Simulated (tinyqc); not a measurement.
From a target to a composition: alloy A(1-x)B(x) by interpolation with bowing. Two cases, with inputs chosen for the exercise.

Problem. An alloy A(1-x)B(x) has the gap E(x) = (1 - x) E_A + x E_B - C1 x (1 - x) at Gamma, C1 the first entry of C. Which x puts hc/E at the given wavelength, and what is the mismatch (a_sub - a(x))/a(x) to a substrate of A, with Vegard for a(x)?

Constants: hc = 1239.841984 eV nm.

Case 1.

Values chosen (out of a larger set: A near Si, B near Ge; not measured data): a = (5.432, 5.663) angstrom (lattice constant of A, B); Eg = (4.19, 0.893) eV (gap at Gamma to the s-like level of A, B); C = (0.285, 0.18, 0.01) eV (bowing of the Gamma, X and L gaps).

wavelength = 482.538 nm

Case 2.

Values chosen (out of a larger set: A near InAs, B near GaAs; not measured data): a = (6.055, 5.645) angstrom (lattice constant of A, B); Eg = (0.415, 1.522) eV (gap at Gamma to the s-like level of A, B); C = (0.545, 1.38, 0.347) eV (bowing of the Gamma, X and L gaps).

wavelength = 2225.710 nm

Find: target gap; x; mismatch.

Solution. Solve C1 x^2 + (E_B - E_A - C1) x + E_A - hc/wavelength = 0; the gap is monotonic in x because |E_B - E_A| > C1, so one root lies between 0 and 1. Whether Gamma is the lowest valley there, and whether such a mismatch can be grown coherently, are separate questions.

Case 1.

target gap = 2.5694 eV
x = 0.470
mismatch = -1.960 %

Case 2.

target gap = 0.5571 eV
x = 0.210
mismatch = 1.442 %

Computed by tinyqc, one run a case: `OMP_NUM_THREADS=1 python tinyqc.py N N+1 out.jsonl` with N = 1080674, 1080709; one thread of a shared Intel(R) Xeon(R) Processor @ 2.30GHz, about 0.01 s a run at most.
